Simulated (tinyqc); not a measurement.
Inside a calculation. Method: CISD on RHF in the sto-3g basis, for H3+, spin multiplicity 1. One step of it, computed by the program tinyqc.

Task: CISD: roots. Diagonalise (each vector has its largest component positive (the first on a tie)); all determinants have Ms = 0, so triplets appear too. The lowest singlet root is the correlation energy.

Occupation strings over the orbitals (2 doubly, a alpha, b beta, 0 empty; spin orbitals ordered 1a 1b 2a 2b ...): 200 ab0 a0b ba0 b0a 020 0ab 0ba 002

H - E(HF) between determinants (hartree):
```
           200        ab0        a0b        ba0        b0a        020        0ab        0ba
200   0.000000   0.000000   0.000000   0.000000   0.000000   0.149983   0.000008  -0.000008
ab0   0.000000   0.310309  -0.000004  -0.149983  -0.000008   0.000919  -0.118126   0.121074
a0b   0.000000  -0.000004   0.379572  -0.000008  -0.153464  -0.118126  -0.000679   0.000708
ba0   0.000000  -0.149983  -0.000008   0.310309  -0.000004  -0.000919   0.121074  -0.118126
b0a   0.000000  -0.000008  -0.153464  -0.000004   0.379572   0.118126   0.000708  -0.000679
020   0.149983   0.000919  -0.118126  -0.000919   0.118126   0.733049  -0.000192   0.000192
0ab   0.000008  -0.118126  -0.000679   0.121074   0.000708  -0.000192   0.633966  -0.099148
0ba  -0.000008   0.121074   0.000708  -0.118126  -0.000679   0.000192  -0.099148   0.633966
002   0.153464  -0.000708   0.086561   0.000708  -0.086561   0.099148   0.000152  -0.000152

           002
200   0.153464
ab0  -0.000708
a0b   0.086561
ba0   0.000708
b0a  -0.086561
020   0.099148
0ab   0.000152
0ba  -0.000152
002   0.829706
```

Give: lowest roots of this matrix, relative to E(HF); lowest vectors; <S^2> of these roots; weight of the ground state by excitation level 0, 1, 2, ....

Result:

lowest roots of this matrix, relative to E(HF) (hartree): -0.0498  0.1603  0.2261  0.3213  0.3850  0.5348  0.8215  0.8721

lowest vectors:
```
      root 1   root 2   root 3   root 4
200   0.9738   0.0000   0.0000  -0.0003
ab0   0.0001   0.7071  -0.0001   0.6114
a0b  -0.0128   0.0001   0.7071  -0.0003
ba0  -0.0001   0.7071  -0.0001  -0.6114
b0a   0.0128   0.0001   0.7071   0.0003
020  -0.1717   0.0000   0.0000  -0.0030
0ab   0.0000  -0.0056  -0.0001   0.3552
0ba   0.0000  -0.0056  -0.0001  -0.3552
002  -0.1480   0.0000   0.0000   0.0023
```

<S^2> of these roots: 0.0000  2.0000  2.0000  0.0000  0.0000  2.0000  0.0000  0.0000

weight of the ground state by excitation level 0, 1, 2, ...: 0.9483  0.0003  0.0514
